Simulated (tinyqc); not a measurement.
# Worked calculation: CMOS latch-up, two-transistor model

tinyqc, about 0.06 s, one thread, Intel Xeon 2.30GHz (shared host): `OMP_NUM_THREADS=1 python tinyqc.py 2670026 2670027 out.jsonl` Printed values are rounded.

A parasitic pnp (emitter at Vdd, base shunted by Rw) and npn (emitter at ground, base shunted by Rs) feed each other: the npn collector current flows out of the pnp base node, the pnp collector current into the npn base node. Forward-active transistors with constant gains: Icn = Isn exp(Vn/Vt), Icp = Isp (exp(Vp/Vt) - 1). A current Ii is injected into the npn base node.

Parameters, values chosen for the exercise; values close to those of bulk CMOS:
```
symbol,value,unit,meaning
T,293,K,temperature
bn,12.9,,current gain of the npn
bp,3.5,,current gain of the pnp
Isn,2.2e-15,A,saturation current of the npn at T
Isp,9.3e-16,A,saturation current of the pnp at T
Rs,280,ohm,substrate resistance shunting the npn
Rw,1700,ohm,well resistance shunting the pnp
R2,40,ohm,resistance from the pnp collector to the npn base
Von,0.68,V,base-emitter voltage in the on state
Vsat,0.11,V,saturation voltage
Vdd,0.9,V,supply voltage
Ii,2.42,mA,current injected into the substrate
```

Constants: q = 1.602176634e-19 C, kB = 1.380649e-23 J/K, Vt = kB T/q. Results are converted to the units shown.

## Holding current and voltage

On state with both base-emitter voltages at Von: npn base current Ib = (Von/Rs + bp Von/Rw)/(bn bp - 1), holding current Ih = (bn + 1) Ib + Von/Rs, holding voltage Vh = Vsat + Von + R2 (Ib + Von/Rs).

bn bp = 45.15
Ib = 0.08671736 mA
Ih = 3.633943 mA
Vh = 0.8906116 V

Vh is below Vdd = 0.9 V, so the supply can sustain a latched state.

## The off branch

```
point,Vn (V)
0,0.45
1,0.53
2,0.58
3,0.61
4,0.63
5,0.65
6,0.665
7,0.68
```

Node equations: Vp/Rw + Icp/bp = Icn and Vn/Rs + Icn/bn = Icp + Ii. Loop gain G = gn gp/[(1/Rw + gp/bp)(1/Rs + gn/bn)], gn = Icn/Vt, gp = (Icp + Isp)/Vt; the off state ends where G = 1, and Ii there is the trigger current. For each Vn: Icn, then Vp from the first equation, then Ii from the second.

```
point,Icn (mA),Vp (V),Icp (mA),Ii (mA),G
0,1.2098e-4,2.0566e-4,7.6060e-15,1.6072,8.4683e-14
1,0.0028757,0.0048887,1.9868e-13,1.8931,2.4175e-12
2,0.020834,0.035418,2.8518e-12,2.0730,5.7794e-11
3,0.068359,0.11621,9.1830e-11,2.1839,4.4718e-9
4,0.15094,0.25660,2.4106e-8,2.2617,2.4048e-6
5,0.33329,0.56429,0.0047275,2.3425,0.83823
6,0.60371,0.69019,0.69201,1.7298,14.348
7,1.0935,0.72098,2.3430,0.17031,21.403
```

Ii peaks at 2.343 mA, at Vn = 0.6502 V where G = 1; beyond it the loop feeds itself.

## Iteration 1: response to the injected current, once round the loop per iteration

Vn at the start = 0.5 V

Icn = Isn exp(Vn/Vt); Vp solves Vp/Rw + Icp/bp = Icn; Vn(new) solves Vn/Rs + (Isn/bn) exp(Vn/Vt) = Icp + Ii.

Icn = 8.764492e-4 mA
Vp = 0.001489964 V
Icp = 5.653212e-14 mA
Vn after iteration 1 = 0.6646676 V

## Iteration 2: response to the injected current, once round the loop per iteration

As before.

Icn = 0.5958131 mA
Vp = 0.6892321 V
Icp = 0.6663384 mA
Vn after iteration 2 = 0.7247110 V

## Course of the iteration: response to the injected current, once round the loop per iteration

Stop when Vn changes by less than 1e-9 V, or after 150 iterations. Vn must stay below 1.1 V.

Course of the iteration:
```
iteration,Vn (V),|change| (V)
1,0.6646676,0.165
2,0.7247110,0.0600
3,0.8184321,0.0937
4,0.9145572,0.0961
5,1.010753,0.0962
6,1.106950,0.0962
```

Stopped after 6 iteration(s) without a result. Vn climbs without settling and passes 1.1 V: Ii = 2.42 mA exceeds the trigger current of 2.343 mA, so no off state exists and the structure latches. A rerun with Ii = 2.1 mA converges in 2 iterations.
